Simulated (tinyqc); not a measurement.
Deep level with several charge states, and Shockley-Read-Hall recombination, step by step. Values are carried at full precision from step to step, so a last printed digit may differ when a step is redone from the rounded ones.

Energies from Ev. The defect has charge states +1, 0, -1 with weights 1, gm exp((EF - E1)/kT), exp((2 EF - E1 - E2)/kT); the shares are the weights over their sum. Boltzmann carriers: n = Nc exp((EF - Eg)/kT), p = Nv exp(-EF/kT). Neutrality: p - n + Nd + Nt <q> = 0.

Constants: kB = 8.617333262e-05 eV/K.

Values chosen for the exercise (gap and densities of states near those of GaN at this temperature; shifted at random, so the results belong to these values and not to a real crystal): Eg = 3.375 eV (gap); Nc = 3e+18 1/cm^3 (conduction-band density of states); Nv = 5.92e+19 1/cm^3 (valence-band density of states); T = 350 K; E1 = 1.468 eV (level (+1/0) above Ev); E2 = 2.6 eV (level (0/-1) above Ev); gm = 1 (degeneracy of the middle state, the others 1); Nt = 1.1e+14 1/cm^3 (defects); Nd = 1.6e+14 1/cm^3 (ionised shallow donors minus acceptors); E_try = 2.708 eV (trial Fermi level); Et = 1.468 eV (recombination level above Ev); sn = 3.8e-15 cm^2 (electron capture cross-section); sp_ = 1.6e-14 cm^2 (hole capture cross-section); vth = 25000000 cm/s (thermal velocity, both carriers); Nm = 1.7e+15 1/cm^3 (equilibrium electrons for the lifetime steps); dn = 3.7e+12 1/cm^3 (excess pairs).

## Charge states at a trial Fermi level

Form the exponents, the shares, the mean charge and the residual of neutrality at EF = E_try.

exponents of the second and third weights: 41.113  44.694

shares: +1 0.0000, 0 0.0271, -1 0.9729

<q> = -0.9729

n, p (1/cm^3): 7.46e+08  6.01e-20

residual = 5.30e+13 1/cm^3

The residual is positive, so EF must rise.

## The neutral state

Solve for EF.

EF = 3.0432 eV

shares at EF: +1 0.000, 0 0.000, -1 1.000

n = 5.00e+13 1/cm^3
p = 8.97e-25 1/cm^3

Without the defects the majority density would be 1.60e+14 1/cm^3; with them the density of these carriers is 5.00e+13, so they compensate part of the doping. Most defects are in the state -1.

## Recombination through one level

One level at Et with degeneracy 1: tn = 1/(sn vth Nt), tp = 1/(sp_ vth Nt), n1 = Nc exp((Et - Eg)/kT), p1 = Nv exp(-Et/kT), ni^2 = n1 p1. Equilibrium n0 = Nm, p0 = ni^2/Nm; n = n0 + dn, p = p0 + dn. U = (n p - ni^2)/(tp (n + n1) + tn (p + p1)), lifetime dn/U; emission rates en = sn vth n1, ep = sp_ vth p1.

Evaluate each quantity.

tn, tp (microsecond): 0.09569  0.02273

n1, p1 (1/cm^3): 1.04e-09  0.0431

U = 1.61e+20 1/(cm^3 s)
lifetime = 0.0229 microsecond

The lifetime is 1.009 times the minority capture time tp and 0.194 times tn + tp, the limit of high injection.

## Emission and generation in a depleted region

With n = p = 0 the level generates pairs at G = Nt en ep/(en + ep); generation lifetime tg = ni/G; current density e G W for a width W = 1 micrometre, e = 1.602176634e-19 C.

en, ep (1/s): 9.89e-17  1.72e-08

G = 0.0109 1/(cm^3 s)
tg = 615 microsecond
current density = 1.74e-25 A/cm^2

The slower step, electron emission, limits the rate: en/ep = 5.74e-09.

## Checks

- U against hole capture minus emission at the steady occupation of the level (1/(cm^3 s)): both 1.613e+20.

Computed by tinyqc, a small Python program: `OMP_NUM_THREADS=1 python tinyqc.py 1652206 1652207 out.jsonl` (the numbers bound the seed that draws the inputs); one thread of a shared host (Intel(R) Xeon(R) Processor @ 2.30GHz), about 0.01 s for the whole set of steps.
